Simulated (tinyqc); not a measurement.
What moves the results: band offset from the macroscopic average of a supercell potential. A value that a table varies takes the place of the one given here.

A model of the planar-averaged electrostatic energy of an electron in a periodic cell of N1 periods of A (L1 = N1 n1 h) and N2 periods of B (L2 = N2 n2 h), on z_j = j h: V(z) = f VA + (1 - f) VB + F t(z), VA = V1[0] + V1[1] cos(2 pi z/(n1 h)) + V1[2] cos(4 pi z/(n1 h)), VB the same with V2, n2 and z - L1. f = [tanh(z/w) - tanh((z - L1)/w) + tanh((z - L1 - L2)/w)]/2 + 1/2; t(z) = z - L1/2 in A and (L1/L2)(L1 + L2/2 - z) beyond, so that the cell is periodic.

Running mean over n points, periodic: for odd n the plain mean of the n points centred on j; for even n the n + 1 points with half weight at both ends. The macroscopic average applies the mean over n1 points and then over n2 points.

dEv = Ev(A) - Ev(B) = Ev1 - (dV + Ev2); dEc = Ec(B) - Ec(A) = Eg2 - Eg1 - dEv. The correction of a gap, c = Eg[1] - Eg[0], lowers the valence top by fv c and leaves dV, a ground-state quantity, as it is. Type I: dEv and dEc of one sign; II: opposite signs; III: no overlap of the gaps.

Values chosen for the exercise (gaps near those of Si and GaP; shifted at random, so the results belong to these values and not to a real crystal):
- h = 0.3 angstrom (grid step)
- n1 = 5 (grid points per period of A)
- n2 = 7 (grid points per period of B)
- V1 = (-8.33, 3.42, -0.71) eV (mean and two harmonics of the potential in A)
- V2 = (-5.48, 4.62, -0.46) eV (the same in B)
- w = 0.33 angstrom (width of the interfaces)
- N1 = 4 (periods of A)
- N2 = 5 (periods of B)
- F = 0 eV/angstrom (slope in A from opposite charges on the two interfaces)
- Ev1 = 7.18 eV (valence top of bulk A above its mean potential)
- Eg1 = (0.58, 1.18) eV (gap of A: semi-local value, corrected value)
- Ev2 = 3.76 eV (valence top of bulk B above its mean potential)
- Eg2 = (1.53, 2.27) eV (gap of B: semi-local value, corrected value)

## How thick the regions must be

N1 = N2 = N, no slope (F = 0); dV is read at j = floor(N n1/2) and N n1 + floor(N n2/2). The exact value is V2[0] - V1[0].

Results:

| N | L1 (angstrom) | dV (eV) | error (meV) |
|---|---|---|---|
| 1 | 1.50 | 0.5993 | -2250.67 |
| 2 | 3.00 | 2.7684 | -81.56 |
| 3 | 4.50 | 2.8424 | -7.56 |
| 4 | 6.00 | 2.8500 | -0.02 |
| 5 | 7.50 | 2.8500 | 0.00 |
| 6 | 9.00 | 2.8500 | 0.00 |

The error is below 10 meV from N = 3 on. The two windows together span 3.60 angstrom and must fit between the interface tails, which fall as exp(-2 z/w); the errors at N = 2, 3 and 4 are -81.56, -7.56 and -0.02 meV.

## The choice of windows

dV read at j = 10 and 37 after means over the numbers of points listed; ripple is the spread over the five points around each.

Results:

| windows | dV (eV) | ripple in A (meV) | ripple in B (meV) |
|---|---|---|---|
| none | -4.309 | 5696 | 7432 |
| 5 only | 1.421 | 0 | 2441 |
| 7 only | 3.703 | 1473 | 0 |
| 6 only | 2.752 | 860 | 1017 |
| 6, 8 | 2.846 | 136 | 122 |
| 5, 7 | 2.850 | 0 | 0 |

Which rows can be used, and how does a wrong window show?

The last row matches both periods and lies 0 meV from the value of a thick cell, V2[0] - V1[0] = 2.850 eV. Against it the raw potential errs by -7.16 eV. Within 20 meV of it lie: 6, 8. A window one point too long leaves a ripple of 860 meV in A, against 0 meV in the last row: the ripple is the sign to look for. Rows to use, with under 30 meV of ripple in both regions once the tilt is taken off: 5, 7. A row with a large ripple can hit the right value only by chance.

## Where the gap correction goes

dV = B - A = 2.8500 eV

fv1 and fv2 are varied.

Offsets (eV):

| fv1 | fv2 | dEv | dEc |
|---|---|---|---|
| 0.0 | 0.0 | 0.570 | 0.520 |
| 0.5 | 0.5 | 0.640 | 0.450 |
| 1.0 | 1.0 | 0.710 | 0.380 |
| 0.0 | 1.0 | 1.310 | -0.220 |
| 1.0 | 0.0 | -0.030 | 1.120 |
| 0.3 | 0.7 | 0.908 | 0.182 |

dEv + dEc = 1.090 eV in every row, but dEv alone spans 1.34 eV, the sum of the two corrections. A scissor on the conduction bands alone (first row) keeps the semi-local dEv; with equal shares fv the shift is fv times the difference of the corrections, +0.14 eV, against their sum of 1.34 eV: most of the error cancels if the shares are alike.

(tinyqc, `OMP_NUM_THREADS=1 python tinyqc.py 1850956 1850957 out.jsonl`, Intel(R) Xeon(R) Processor @ 2.30GHz, 1 thread, shared host, about 0.01 s.)
